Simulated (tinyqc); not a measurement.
Worked calculation: hot carriers by balance equations with a heated Maxwellian. Computed by tinyqc, a small Python program that keeps every step. Command: `OMP_NUM_THREADS=1 python tinyqc.py 3017182 3017183 out.jsonl hot walk`. One thread of a shared host (Intel(R) Xeon(R) Processor @ 2.30GHz), about 0.02 s of CPU time with the checks. Intermediate numbers are printed to about 6 digits and carried at full precision; extremes and crossings named in words are read from the listed rows.

The carriers follow a Maxwellian at an electron temperature T_e, slightly displaced; the drift energy is neglected against k_B T_e. The balance averages the rate, not the time, so mu_0 lies below the relaxation-time value.

Inputs (values chosen for the exercise, modelled on electrons in diamond):
```
quantity                                          value       unit
effective mass m                                  0.493        m_0
density rho                                        3515     kg/m^3
sound velocity v_l                                18100        m/s
acoustic deformation potential D_A                  8.5         eV
phonon energy hbar w                                145        meV
optical or intervalley deformation potential D_o    8.9  1e8 eV/cm
final valleys Z_f                                     5          -
lattice temperature T                               400          K
electric field F                                     17      kV/cm
iteration cap                                       300          -
```

Band: parabolic. Solver: Newton.

Constants: k_B = 8.617333262e-05 eV/K; k_B = 1.380649e-23 J/K; e = 1.602176634e-19 C; hbar = 1.054571817e-34 J s; m_0 = 9.1093837015e-31 kg; hbar = 6.582119569e-16 eV s.

## Equilibrium values

Parabolic band: E = hbar^2 k^2/(2 m), speed v = hbar k/m, states per spin, volume and energy g(E) = m k/(2 pi^2 hbar^2). Masses are multiplied by m_0 and all formulas are in SI units. Phonon occupation N_q = 1/(exp(hbar w/(k_B T)) - 1). Acoustic deformation potential (elastic, equipartition, absorption and emission together): 1/tau = 2 pi k_B T D_A^2 g(E)/(hbar rho v_l^2). Optical or intervalley deformation potential: 1/tau = (pi Z_f D_o^2/(rho w)) [N_q g(E + hbar w) + (N_q + 1) g(E - hbar w)], with g = 0 below the band edge. Averages over the Maxwellian, <y> = int y x^(1/2) exp(-x) dx / int x^(1/2) exp(-x) dx with x = E/(k_B T_e), split at x_0 = hbar w/(k_B T_e): 64 Gauss-Legendre points in sqrt(x) below it and 128 in sqrt(x - x_0) above it, up to x = 32. Momentum balance: mu(T_e) = e/(m nu), nu = <x (sum of rates)>/<x>. Power lost per carrier: P(T_e) = hbar w <emission rate - absorption rate> + <(2 m v_l^2/(k_B T)) (E - 2 k_B T) acoustic rate>. Energy relaxation time at weak heating: tau_E = (3/2) k_B / (dP/dT_e), the derivative by a central difference of +/- 0.5 K at T_e = T.

low-field mobility mu_0 = 1702.22 cm^2/(V s)

energy relaxation time tau_E = 0.408615 ps

Energy and momentum relax at comparable rates here.

## Balance functions

The field that sustains T_e follows from e mu F^2 = P.

Against the electron temperature:
```
T_e (K)  mu (cm^2/(V s))  P optical (1e9 eV/s)  P acoustic (1e9 eV/s)  F (kV/cm)  drift velocity (1e7 cm/s)
440              1450.87                 13.85            3.14738e-01      3.124                    0.45331
520              1088.66                 49.91            1.02647e+00      6.840                    0.74467
640               770.48                120.88            2.27753e+00     12.643                    0.97412
800               550.43                235.64            4.24393e+00     20.876                    1.14909
1200              333.16                555.04            1.03955e+01     41.197                    1.37251
2000              207.49               1146.95            2.68410e+01     75.214                    1.56060
3200              147.52               1848.56            5.94150e+01    113.726                    1.67769
4800              114.35               2566.56            1.14350e+02    153.119                    1.75086
```

Optical phonons take 98 % of the power in the first row and 96 % in the last. The velocity grows as F^0.63 at first and as F^0.14 at the end, so it levels off; if optical phonons alone set both balances the limit at high T_e would be sqrt(3 hbar w tanh(hbar w/2 k_B T)/(4 m)) = 1.94 in the same unit. Rows above 1400 K (k_B T_e > 0.12 eV) stretch the parabolic band.

## First iteration

Newton: h(T_e) = P - e mu F^2, T_new = T_e - h/h', with h' by a central difference of +/- 0.5 K, limited to the range T to 3 T_e. Start at T_e = 1.5 T.

mu at the start = 855.541 cm^2/(V s)

P at the start = 9.71966e+10 eV/s

new T_e = 714.930 K

## The whole iteration

Start at T_e = 1.5 T; stop when T_e moves by less than 1e-6 K or exceeds 1e6 K.

Course of the iteration:
```
iteration  T_e (K)  mu (cm^2/(V s))     step (K)
1          600.000          855.541  1.14930e+02
2          714.930          648.621  1.04495e+01
3          725.379          634.630  4.92994e-02
4          725.429          634.565  1.06129e-06
5          725.429          634.565  2.27374e-13
```

electron temperature T_e = 725.429 K

Converged in 5 iterations.

## Drift velocity

v = mu(T_e) F; warm-carrier coefficient (mu/mu_0 - 1)/F^2.

mobility mu(T_e) = 634.565 cm^2/(V s)

drift velocity = 1.07876 1e7 cm/s

mu/mu_0 = 0.372787

(mu/mu_0 - 1)/F^2 = -0.00217029 cm^2/kV^2

T_e/T = 1.81; the simple estimate T + (2/3) e mu_0 F^2 tau_E/k_B would give 1955 K, too high since mu falls and tau_E changes as the gas heats. Caution: the drift energy m v^2/2 is not small against the heating (3/2) k_B (T_e - T), so T_e - T is rough.

Checks made by the program: detailed balance, P(T_e = T) = 0, on the scale of P at 1.1 T (relative difference below 1e-10).
